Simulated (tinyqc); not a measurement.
## Frequency dispersion of an accumulation capacitance by border traps, distributed model: capacitance and loss against frequency

Traps spread evenly through the insulator exchange electrons with the semiconductor by tunnelling, with tau(x) = t0 exp(2 ka x) at depth x from the interface. The admittance per area Y seen at depth x obeys dY/dx = -Y^2/(i w eps0 eox) + q Nb ln(1 + i w tau)/tau, with Y(0) = i w Cs and w = 2 pi f; the gate sees Y(tox) = G + i w C. Working variable y = Y/(i w), in uF/cm^2. Cox = eps0 eox/tox.

Cox; trap-free value 1/(1/Cox + 1/Cs); response depth d = ln(1/(w t0))/(2 ka), where w tau = 1; lumped estimate: all traps within d act as C_bt = q Nb d placed at d/2, so C = 1/{1/[1/(1/Cs + d/(2 eps0 eox)) + C_bt] + (tox - d/2)/(eps0 eox)}. C and G from a fine integration; dispersion -d C/d log10 f over C, from f times and over 1.1. For a broad spread of time constants G/w is close to -(pi/2) dC/d ln w.

Inputs (values chosen for the exercise); permittivity close to that of silicon dioxide: relative permittivity of the insulator eox = 4.08; insulator thickness tox = 6.9 nm; semiconductor capacitance in accumulation Cs = 0.56 uF/cm^2; density of border traps Nb = 2e19 cm^-3 eV^-1; decay constant of the wave function in the insulator ka = 3.5 1/nm; time constant of a trap at the interface t0 = 2e-11 s.

Constants: q = 1.602176634e-19 C, eps0 = 8.8541878128e-14 F/cm where lengths are in cm. Results are converted to the units shown.

The same in every row: trap-free C (uF/cm^2) = 0.2706.

Capacitance and loss against frequency:

| f (Hz) | d (nm) | C (uF/cm^2) | G/w (uF/cm^2) | dispersion (% a decade) | -(pi/2) dC/d ln w (uF/cm^2) | lumped C (uF/cm^2) |
|---|---|---|---|---|---|---|
| 10 | 2.928 | 0.4802 | 0.01753 | 5.339 | 0.01749 | 0.4501 |
| 100 | 2.599 | 0.4553 | 0.01646 | 5.289 | 0.01643 | 0.4310 |
| 1000 | 2.270 | 0.4319 | 0.01562 | 5.290 | 0.01559 | 0.4121 |
| 10000 | 1.941 | 0.4095 | 0.01498 | 5.351 | 0.01495 | 0.3932 |
| 1e5 | 1.612 | 0.3880 | 0.01455 | 5.485 | 0.01452 | 0.3741 |
| 1e6 | 1.283 | 0.3669 | 0.01433 | 5.711 | 0.01429 | 0.3548 |
| 1e7 | 0.9542 | 0.3460 | 0.01434 | 6.060 | 0.01430 | 0.3348 |

C falls from 0.4802 to 0.3460 uF/cm^2, towards the trap-free 0.2706; each decade of frequency removes ln 10/(2 ka) = 0.329 nm from the response depth. The dispersion goes from 5.34 through a minimum of 5.29 (at f = 100 Hz among the rows listed) to 6.06 % a decade and G/w falls from 0.0175 to 0.0143 uF/cm^2. G/w stays at 1.00 times -(pi/2) dC/d ln w, the relation for a broad spread of time constants.

Computed by the program tinyqc: `OMP_NUM_THREADS=1 python tinyqc.py 2202192 2202193 out.jsonl`, one thread of a shared Intel Xeon 2.30GHz, about 0.5 s for the whole run.
